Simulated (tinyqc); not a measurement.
Inside a calculation. Model: carrier lifetime from Shockley-Read-Hall, radiative, Auger and surface recombination. Computed by tinyqc, a small Python program that keeps every step. Command: `OMP_NUM_THREADS=1 python tinyqc.py 3021076 3021077 out.jsonl lifetime walk`. One thread of a shared host (Intel(R) Xeon(R) Processor @ 2.30GHz), about 0.02 s of CPU time with the checks. Intermediate numbers are printed to about 7 digits and carried at full precision; extremes and crossings named in words are read from the listed rows.

Energies are counted from the top of the valence band. Boltzmann statistics, full ionisation, and equal excess densities of electrons and holes.

Inputs (values chosen for the exercise, with bands modelled on germanium):

| quantity | value | unit |
|---|---|---|
| gap E_g | 0.661 | eV |
| electron mass m_e | 0.227 | m_0 |
| valleys M_c | 4 | - |
| hole mass m_h | 0.351 | m_0 |
| temperature T | 300 | K |
| doping N | 5.7e+16 | cm^-3 |
| trap level E_t | 0.066 | eV |
| trap density N_t | 9e+14 | cm^-3 |
| electron cross-section sigma_n | 6.3e-14 | cm^2 |
| hole cross-section sigma_p | 7.1e-15 | cm^2 |
| radiative coefficient B | 6.2e-15 | cm^3/s |
| Auger coefficient C_n | 1.9e-31 | cm^6/s |
| Auger coefficient C_p | 8.2e-31 | cm^6/s |
| excess density dn | 2.2e+12 | cm^-3 |
| generation rate G | 1.8e+18 | cm^-3 s^-1 |
| diffusion coefficient D | 21 | cm^2/s |
| surface velocity S | 36000 | cm/s |
| thickness W | 25 | micrometre |

Doping: n-type. Surface term: two equal surfaces.

Constants: m_0 = 9.1093837015e-31 kg; k_B = 1.380649e-23 J/K; h = 6.62607015e-34 J s; k_B = 8.617333262e-05 eV/K.

## Equilibrium densities

N_c = 2 M_c (2 pi m_e k_B T/h^2)^(3/2) and N_v = 2 (2 pi m_h k_B T/h^2)^(3/2), masses in units of m_0. n_i = sqrt(N_c N_v) exp(-E_g/2 k_B T); majority density N/2 + sqrt(N^2/4 + n_i^2), minority density n_i^2 over it.

N_c = 1.085602e+19 cm^-3

N_v = 5.218344e+18 cm^-3

n_i = 2.110795e+13 cm^-3

n_0 = 5.700001e+16 cm^-3

p_0 = 7.816589e+09 cm^-3

## Capture times and SRH densities

v = sqrt(3 k_B T/m) with m_e or m_h; tau_n0 = 1/(sigma_n v_n N_t), tau_p0 = 1/(sigma_p v_p N_t); n1 = N_c exp(-(E_g - E_t)/k_B T), p1 = N_v exp(-E_t/k_B T).

v_n = 2.451351e+07 cm/s

v_p = 1.971355e+07 cm/s

tau_n0 = 7.194680e-10 s

tau_p0 = 7.938424e-09 s

n1 = 1.096758e+09 cm^-3

p1 = 4.062389e+17 cm^-3

Emission from the level is not negligible: captured carriers are often re-emitted, which lengthens the lifetime at low injection.

## Surface lifetime

The slowest diffusion mode has x tan x = S W/(2 D) with 0 < x < pi/2 (bisection), and tau_s = W^2/(4 x^2 D). The common approximation is W/(2 S) + W^2/(pi^2 D).

x = 1.097473

tau_s = 6.177506e-08 s

approximate tau_s = 6.487734e-08 s

The approximation is off by 5.0 %. Surface and diffusion both limit.

## Lifetimes at the given injection

With n = n_0 + dn, p = p_0 + dn and U/dn = 1/tau: (n p - n_i^2)/dn = n_0 + p_0 + dn = s; 1/tau_SRH = s/[tau_p0 (n + n1) + tau_n0 (p + p1)]; 1/tau_rad = B s; 1/tau_Aug = (C_n n + C_p p) s; the rates add, with 1/tau_s. Radiative efficiency = tau_eff/tau_rad; effective diffusion length = sqrt(D tau_eff).

tau_SRH at dn = 1.306590e-08 s

tau_rad at dn = 0.002829545 s

tau_Aug at dn = 0.001619535 s

effective lifetime at dn = 1.078471e-08 s

radiative efficiency at dn = 3.811465e-06

effective diffusion length at dn = 4.758981 micrometre

SRH recombination carries 83 % of the rate; dn/N = 3.9e-5 is low injection.

## Steady state under generation

dn solves dn/tau_eff(dn) = G (60 bisections in ln dn between 1e-2 and 1e22 cm^-3); the splitting of the quasi-Fermi levels is k_B T ln(n p/n_i^2).

steady excess density = 1.941269e+10 cm^-3

lifetime in the steady state = 1.078483e-08 s

quasi-Fermi splitting under G = 0.03226446 eV

The splitting, an upper bound for e V_oc, is 5 % of the gap.

## Lifetime against injection

Rows stop below half the smaller effective density of states.

Lifetimes (s):

| dn (cm^-3) | SRH | radiative | Auger | effective | radiative efficiency | fastest channel |
|---|---|---|---|---|---|---|
| 1.00e+10 | 1.306607e-08 | 0.002829654 | 1.619928e-03 | 1.078483e-08 | 3.811360e-06 | SRH |
| 1.00e+11 | 1.306606e-08 | 0.002829649 | 1.619912e-03 | 1.078482e-08 | 3.811364e-06 | SRH |
| 1.00e+12 | 1.306599e-08 | 0.002829604 | 1.619751e-03 | 1.078478e-08 | 3.811408e-06 | SRH |
| 1.00e+13 | 1.306530e-08 | 0.002829158 | 1.618137e-03 | 1.078430e-08 | 3.811842e-06 | SRH |
| 1.00e+14 | 1.305835e-08 | 0.002824698 | 1.602151e-03 | 1.077957e-08 | 3.816183e-06 | SRH |
| 1.00e+15 | 1.299007e-08 | 0.002780867 | 1.456196e-03 | 1.073299e-08 | 3.859583e-06 | SRH |
| 1.00e+16 | 1.240813e-08 | 0.002407318 | 7.131086e-04 | 1.033251e-08 | 4.292126e-06 | SRH |
| 1.00e+17 | 1.025831e-08 | 0.001027327 | 5.695632e-05 | 8.795987e-09 | 8.562015e-06 | SRH |
| 1.00e+18 | 8.895608e-09 | 0.000152593 | 9.267692e-07 | 7.710793e-09 | 5.053191e-05 | SRH |

tau_SRH goes from 1.31e-8 s at low injection (1.65 times the minority capture time) to 8.90e-9 s in the last row; at high injection it tends to tau_n0 + tau_p0 = 8.66e-9 s. Ruling channel by row: SRH from 1e10 cm^-3.

## Where in the gap a trap does harm

Low injection: tau = [tau_p0 (n_0 + n1) + tau_n0 (p_0 + p1)]/(n_0 + p_0). Depleted region (n = p = 0): generation lifetime tau_g = (tau_p0 n1 + tau_n0 p1)/n_i. n1 = N_c exp(-(E_g - E_t)/k_B T), p1 = N_v exp(-E_t/k_B T).

The same trap at other energies:

| E_t (eV) | SRH lifetime (s) | generation lifetime (s) |
|---|---|---|
| 0.040 | 2.195683e-08 | 3.785538e-05 |
| 0.099 | 9.369103e-09 | 3.863416e-06 |
| 0.165 | 8.049806e-09 | 3.007790e-07 |
| 0.231 | 7.947184e-09 | 2.365757e-08 |
| 0.297 | 7.940259e-09 | 4.956199e-09 |
| 0.330 | 7.942770e-09 | 1.173918e-08 |
| 0.364 | 7.953967e-09 | 4.197525e-08 |
| 0.430 | 8.137449e-09 | 5.374504e-07 |
| 0.496 | 1.049496e-08 | 6.903686e-06 |
| 0.562 | 4.077844e-08 | 8.868133e-05 |
| 0.621 | 3.297189e-07 | 8.689375e-04 |

The SRH lifetime (other channels left aside) stays within 10 % of its least value, among these rows, from E_t = 0.165 to 0.43 eV. The generation lifetime has a sharp minimum, among these rows at 0.297 eV and exactly at 0.290 eV, where tau_p0 n1 = tau_n0 p1, since generation needs two thermal jumps and the larger one rules.

Checks made by the program: n1 p1 = n_i^2 (relative difference below 1e-10); x tan x at the root (relative difference 1e-10).
